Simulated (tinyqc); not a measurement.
Strained alloy layer of InAs and GaAs on (001) InP, model-solid band line-up: one step of the calculation.

The layer is x parts of the first compound and 1 - x of the second, grown coherently on the third as substrate and barrier. Rows of the table: lattice constant a, average valence level Ea on an absolute scale, spin-orbit splitting so, gaps at Gamma, X and L, hydrostatic deformation potentials av and ac (Gamma), shear potential b, elastic constants, electron and heavy-hole (along z) masses. All are interpolated linearly in x; gaps get -C x (1 - x), taken wholly in the conduction band; real line-ups can differ from this model by 0.1 eV or more.

Problem. Band edges and offsets. In-plane strain e = (a_substrate - a)/a, e_z = -2 (c12/c11) e, volume change 2 e + e_z. With v = 2 e + e_z and d = 2 b (e_z - e): Eav = Ea + av v; E_hh = Eav + so/3 - d/2; E_lh = Eav - so/6 + d/4 + sqrt(so^2 + so d + 9 d^2/4)/2; E_c = Ea + so/3 + EG + ac v (Gamma). Substrate: E_v = Ea + so/3, E_c = E_v + EG. Well depths: dEc = E_c(substrate) - E_c, dEhh = E_hh - E_v(substrate), dElh likewise; strained Gamma gap E_c - max(E_hh, E_lh); positive values confine carriers in the layer.

Parameters, values chosen for the exercise:

| symbol | value | unit | meaning |
|---|---|---|---|
| x | 0.55 |  | fraction of the first compound in the layer |
| CG | 0.477 | eV | bowing of the Gamma gap |
| CX | 1.4 | eV | bowing of the X gap |
| CL | 0.33 | eV | bowing of the L gap |

Binary compounds, values chosen for the exercise:
```
              close to InAs  close to GaAs  close to InP
a (angstrom)          6.058          5.653         5.869
Ea (eV)               -6.67          -6.92         -7.04
so (eV)               0.376          0.337         0.111
EG (eV)               0.358           1.44          1.35
EX (eV)                1.36           1.91           2.2
EL (eV)                1.07            1.7           1.9
av (eV)                   1           1.16          1.28
ac (eV)               -5.09          -7.16         -5.07
b (eV)                -1.79           -1.7         -1.72
c11 (GPa)              83.5            120           101
c12 (GPa)              44.9           54.3          56.5
me (m0)              0.0231         0.0676        0.0799
mh (m0)               0.326          0.352          0.53
```

Find: d; E_hh; E_lh; E_c; strained Gamma gap; dEc; dEhh; dElh.

Solution.

d = -0.007972 eV
E_hh = -6.660 eV
E_lh = -6.668 eV
E_c = -5.929 eV
strained Gamma gap = 0.7311 eV
dEc = 0.2761 eV
dEhh = 0.3427 eV
dElh = 0.3348 eV

The heavy-hole band lies on top, by 7.88 meV. At Gamma the line-up is type I, both carriers held in the layer.

Numbers from tinyqc (`OMP_NUM_THREADS=1 python tinyqc.py 2690156 2690157 out.jsonl`; about 0.01 s on one thread of a shared Intel Xeon 2.30GHz).
